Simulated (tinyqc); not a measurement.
Inside a calculation. Method: empirical pseudopotential in a few plane waves. One step of it, computed by the program tinyqc.

Problem. Levels at k. Diagonalise the Hermitian matrix.

H(k) at k (eV):
```
                     +0+0+0               -1-1-1               -1-1+1               -1+1-1
+0+0+0             3.431739   2.424411+1.366136i  -2.424411+1.366136i  -2.424411+1.366136i
-1-1-1   2.424411-1.366136i            21.154828   0.000000-1.129273i   0.000000-1.129273i
-1-1+1  -2.424411-1.366136i   0.000000+1.129273i            14.192186             0.108846
-1+1-1  -2.424411-1.366136i   0.000000+1.129273i             0.108846            33.603188
-1+1+1  -2.424411+1.366136i            -0.108846   0.000000+1.129273i   0.000000+1.129273i
+1-1-1  -2.424411-1.366136i   0.000000+1.129273i             0.108846             0.108846
+1-1+1  -2.424411+1.366136i            -0.108846   0.000000+1.129273i             0.000000
+1+1-1  -2.424411+1.366136i            -0.108846             0.000000   0.000000+1.129273i
+1+1+1   2.424411+1.366136i             0.000000            -0.108846            -0.108846
-2+0+0   0.000000-1.129273i  -2.424411+1.366136i  -2.424411-1.366136i  -2.424411-1.366136i
+0-2+0   0.000000-1.129273i  -2.424411+1.366136i  -2.424411-1.366136i   0.683068-0.250138i
+0+0-2   0.000000-1.129273i  -2.424411+1.366136i   0.683068-0.250138i  -2.424411-1.366136i
+0+0+2   0.000000+1.129273i  -0.683068-0.250138i   2.424411+1.366136i  -0.683068+0.250138i
+0+2+0   0.000000+1.129273i  -0.683068-0.250138i  -0.683068+0.250138i   2.424411+1.366136i
+2+0+0   0.000000+1.129273i  -0.683068-0.250138i  -0.683068+0.250138i  -0.683068+0.250138i

                     -1+1+1               +1-1-1               +1-1+1               +1+1-1
+0+0+0  -2.424411-1.366136i  -2.424411+1.366136i  -2.424411-1.366136i  -2.424411-1.366136i
-1-1-1            -0.108846   0.000000-1.129273i            -0.108846            -0.108846
-1-1+1   0.000000-1.129273i             0.108846   0.000000-1.129273i             0.000000
-1+1-1   0.000000-1.129273i             0.108846             0.000000   0.000000-1.129273i
-1+1+1            26.640546             0.000000             0.108846             0.108846
+1-1-1             0.000000            11.871305   0.000000-1.129273i   0.000000-1.129273i
+1-1+1             0.108846   0.000000+1.129273i             4.908663             0.108846
+1+1-1             0.108846   0.000000+1.129273i             0.108846            24.319665
+1+1+1   0.000000+1.129273i            -0.108846   0.000000+1.129273i   0.000000+1.129273i
-2+0+0   2.424411-1.366136i   0.683068-0.250138i  -0.683068-0.250138i  -0.683068-0.250138i
+0-2+0  -0.683068-0.250138i  -2.424411-1.366136i   2.424411-1.366136i  -0.683068-0.250138i
+0+0-2  -0.683068-0.250138i  -2.424411-1.366136i  -0.683068-0.250138i   2.424411-1.366136i
+0+0+2  -2.424411+1.366136i  -0.683068+0.250138i  -2.424411+1.366136i   0.683068+0.250138i
+0+2+0  -2.424411+1.366136i  -0.683068+0.250138i   0.683068+0.250138i  -2.424411+1.366136i
+2+0+0   0.683068+0.250138i   2.424411+1.366136i  -2.424411+1.366136i  -2.424411+1.366136i

                     +1+1+1               -2+0+0               +0-2+0               +0+0-2
+0+0+0   2.424411-1.366136i   0.000000+1.129273i   0.000000+1.129273i   0.000000+1.129273i
-1-1-1             0.000000  -2.424411-1.366136i  -2.424411-1.366136i  -2.424411-1.366136i
-1-1+1            -0.108846  -2.424411+1.366136i  -2.424411+1.366136i   0.683068+0.250138i
-1+1-1            -0.108846  -2.424411+1.366136i   0.683068+0.250138i  -2.424411+1.366136i
-1+1+1   0.000000-1.129273i   2.424411+1.366136i  -0.683068+0.250138i  -0.683068+0.250138i
+1-1-1            -0.108846   0.683068+0.250138i  -2.424411+1.366136i  -2.424411+1.366136i
+1-1+1   0.000000-1.129273i  -0.683068+0.250138i   2.424411+1.366136i  -0.683068+0.250138i
+1+1-1   0.000000-1.129273i  -0.683068+0.250138i  -0.683068+0.250138i   2.424411+1.366136i
+1+1+1            17.357023  -0.683068-0.250138i  -0.683068-0.250138i  -0.683068-0.250138i
-2+0+0  -0.683068+0.250138i            33.814177             0.108846             0.108846
+0-2+0  -0.683068+0.250138i             0.108846            12.082294             0.108846
+0+0-2  -0.683068+0.250138i             0.108846             0.108846            31.493297
+0+0+2  -2.424411-1.366136i            -0.108846            -0.108846             0.000000
+0+2+0  -2.424411-1.366136i            -0.108846             0.000000            -0.108846
+2+0+0  -2.424411-1.366136i             0.000000            -0.108846            -0.108846

                     +0+0+2               +0+2+0               +2+0+0
+0+0+0   0.000000-1.129273i   0.000000-1.129273i   0.000000-1.129273i
-1-1-1  -0.683068+0.250138i  -0.683068+0.250138i  -0.683068+0.250138i
-1-1+1   2.424411-1.366136i  -0.683068-0.250138i  -0.683068-0.250138i
-1+1-1  -0.683068-0.250138i   2.424411-1.366136i  -0.683068-0.250138i
-1+1+1  -2.424411-1.366136i  -2.424411-1.366136i   0.683068-0.250138i
+1-1-1  -0.683068-0.250138i  -0.683068-0.250138i   2.424411-1.366136i
+1-1+1  -2.424411-1.366136i   0.683068-0.250138i  -2.424411-1.366136i
+1+1-1   0.683068-0.250138i  -2.424411-1.366136i  -2.424411-1.366136i
+1+1+1  -2.424411+1.366136i  -2.424411+1.366136i  -2.424411+1.366136i
-2+0+0            -0.108846            -0.108846             0.000000
+0-2+0            -0.108846             0.000000            -0.108846
+0+0-2             0.000000            -0.108846            -0.108846
+0+0+2            17.568012             0.108846             0.108846
+0+2+0             0.108846            36.979015             0.108846
+2+0+0             0.108846             0.108846            15.247131
```

Give: eigenvalues.

Solution.

eigenvalues (eV): -3.4699  5.0812  9.2424  9.9358  14.1116  16.5059  17.6128  20.8388  21.9373  23.9495  25.9459  31.8349  34.3679  36.4866  40.2824
